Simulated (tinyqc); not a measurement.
MOSFET in the linear regime without short-channel effects, parameter extraction from computed curves: one step of the calculation.

Inversion charge Q = Cox n Vt W0(exp((Vg - VT)/(n Vt))), W0 the Lambert function and n = nf; u = Q/Cox; mobility mu = mu0/(1 + th1 u + th2 u^2); channel resistance Rch = (L - dL)/(W mu Q); Id = Vd/(Rch + Rsd/W). Cox = eps0 eox/tox. Small Vd, no channel-length or drain effects.

Task. Threshold and mobility at the peak transconductance. gm_i = (Id_(i+1) - Id_(i-1))/(Vg_(i+1) - Vg_(i-1)); at the point j of largest gm the tangent meets the axis at V_ext = Vg_j - Id_j/gm_j; field-effect mobility gm_j L/(W Cox Vd) with the drawn L.

Parameters, values chosen for the exercise; channel values of the order met in silicon transistors: relative permittivity of the gate insulator (close to aluminium oxide) eox = 9.22; insulator thickness tox = 19 nm; low-field mobility mu0 = 350 cm^2/(V s); threshold voltage VT = 0.23 V; gate width W = 1 um; drawn gate length L = 1.7 um; drawn less effective length dL = 0.005 um; drain voltage Vd = 0.05 V.

Constants: eps0 = 8.8541878128e-14 F/cm where lengths are in cm. Results are converted to the units shown.

```
point	Vg (V)	Id (uA)
0	-0.01	3.3564936e-4
1	0.11	0.0072599031
2	0.23	0.095972044
3	0.35	0.37609127
4	0.47	0.74090332
5	0.59	1.1149050
6	0.71	1.4755191
7	0.83	1.8161073
8	0.95	2.1352102
9	1.07	2.4332769
```

Give: gm; j; V_ext; field-effect mobility.

Result.

gm, point 1 to 8 (uS): 0.39848  1.5368  2.6872  3.0784  3.0609  2.9217  2.7487  2.5715
j = 4
V_ext = 0.22932 V
field-effect mobility = 243.60 cm^2/(V s)

V_ext is 0.68 mV below the model VT, and the mobility so found is 31 % below mu0 L/(L - dL) = 351 cm^2/(V s), the value for the drawn L; attenuation, series resistance and the slow approach of Q to a straight line all lower the peak gm.

Computed by the program tinyqc: `OMP_NUM_THREADS=1 python tinyqc.py 2210006 2210007 out.jsonl`, one thread of a shared Intel Xeon 2.30GHz, about 0.01 s for the whole run.
